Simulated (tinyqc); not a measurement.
Atomic layer deposition: Langmuir saturation, growth per cycle and coating of deep features: one step, computed by the program tinyqc.

Precursor A sticks only on free sites, so a long enough pulse saturates; co-reactant B then frees the sites again.

Task: Exposure for a deep feature. Diffusion-limited filling (Gordon) of a round hole of diameter w: a saturation front at depth z needs dz/dt = D_K n/(z (4q/w)), with Knudsen D_K = w c/3 and F = n c/4; including the entrance and floor terms, t = (q/F)(1 + 19a/4 + 3a^2/2). Reaction-limited filling needs ln(100)/k_a at any depth, k_a = beta F/q. Flow is molecular. The front picture holds when the modulus a sqrt(beta) is well above 1. Depth reached by the given pulse: solve the same formula for a. Exposure = p x diffusion-limited time; 1 langmuir = 1.33322e-4 Pa s.

Inputs (values chosen for the exercise, modelled on aluminium oxide from trimethylaluminium and water):
```
quantity                                  value    unit
site density q                              4.3  1/nm^2
sticking probability beta on free sites  0.0032       -
precursor pressure p                         14      Pa
temperature T                               350       C
pulse time t                              0.016       s
aspect ratio a                              5.1       -
```

Feature: round hole.

flux F = 174144.3 1/(nm^2 s)

Give: diffusion-limited time; exposure; modulus; aspect ratio reached by the front in time t.

Result:

diffusion-limited time = 0.001586 s

exposure = 166.6 langmuir

modulus = 0.2885

aspect ratio reached by the front in time t = 19.25

Caution: the modulus is not well above 1 or the Gordon time is under three times ln(100)/k_a, so there is no sharp front: the Gordon time is only a lower bound and the reaction time must be met as well. Caution: the pulse is shorter than ln(100)/k_a, so even the open surface is not saturated and the depth reached has no meaning. Caution: the depth reached is formal here: it is under 2/sqrt(beta), so no sharp front has formed.
